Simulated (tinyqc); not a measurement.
Inside a calculation. Method: one-electron ion in a basis of Gaussians. One step of it, computed by the program tinyqc.

Problem. Generalised eigenproblem. Solve H C = S C e through S^(-1/2); each column has its largest component positive (the first on a tie).

H = T + V (hartree):
$$\begin{pmatrix}
-0.935270 & -0.859948 & -0.534538 & -0.253684 & -0.102451 & -0.037916 & -0.013423 \\
-0.859948 & -1.200526 & -1.078581 & -0.698571 & -0.350241 & -0.147295 & -0.055975 \\
-0.534538 & -1.078581 & -1.271222 & -1.069874 & -0.776126 & -0.441614 & -0.201538 \\
-0.253684 & -0.698571 & -1.069874 & -0.570034 & -0.228033 & -0.474377 & -0.444673 \\
-0.102451 & -0.350241 & -0.776126 & -0.228033 & 2.446667 & 3.048347 & 0.995962 \\
-0.037916 & -0.147295 & -0.441614 & -0.474377 & 3.048347 & 11.730399 & 12.835528 \\
-0.013423 & -0.055975 & -0.201538 & -0.444673 & 0.995962 & 12.835528 & 37.111940
\end{pmatrix}$$

S:
$$\begin{pmatrix}
1.000000 & 0.725264 & 0.305591 & 0.091528 & 0.023013 & 0.005333 & 0.001193 \\
0.725264 & 1.000000 & 0.725068 & 0.305447 & 0.091522 & 0.022995 & 0.005329 \\
0.305591 & 0.725068 & 1.000000 & 0.725063 & 0.305574 & 0.091508 & 0.022991 \\
0.091528 & 0.305447 & 0.725063 & 1.000000 & 0.725245 & 0.305539 & 0.091495 \\
0.023013 & 0.091522 & 0.305574 & 0.725245 & 1.000000 & 0.725015 & 0.305372 \\
0.005333 & 0.022995 & 0.091508 & 0.305539 & 0.725015 & 1.000000 & 0.725014 \\
0.001193 & 0.005329 & 0.022991 & 0.091495 & 0.305372 & 0.725014 & 1.000000
\end{pmatrix}$$

Give: eigenvalues of S; eigenvalues; coefficients.

Solution.

eigenvalues of S: [0.0291, 0.0858, 0.2325, 0.5554, 1.1536, 2.0291, 2.9145]

eigenvalues (hartree): [-1.3888, -0.7804, -0.3096, 1.3585, 6.6183, 21.3612, 61.8805]

coefficients:
$$\begin{pmatrix}
0.0266 & 0.9786 & -1.2961 & 0.5636 & -0.2466 & 0.1204 & -0.0613 \\
0.4446 & 0.0250 & 2.1063 & -1.5693 & 0.7493 & -0.3657 & 0.1850 \\
0.4974 & -0.4482 & -1.1259 & 2.3909 & -1.5125 & 0.7667 & -0.3849 \\
0.1597 & -0.1299 & -0.1085 & -1.8112 & 2.3114 & -1.4083 & 0.7194 \\
0.0340 & -0.0291 & -0.0816 & 0.1586 & -2.0303 & 2.1662 & -1.2688 \\
0.0049 & -0.0034 & 0.0048 & -0.0966 & 0.2916 & -2.0079 & 1.9217 \\
0.0011 & -0.0010 & -0.0037 & 0.0136 & -0.0810 & 0.2377 & -1.7228
\end{pmatrix}$$

For Z = 5 and l = 2 the exact lowest level is -Z^2/(2 n^2) with n = l + 1: -1.388889 hartree.
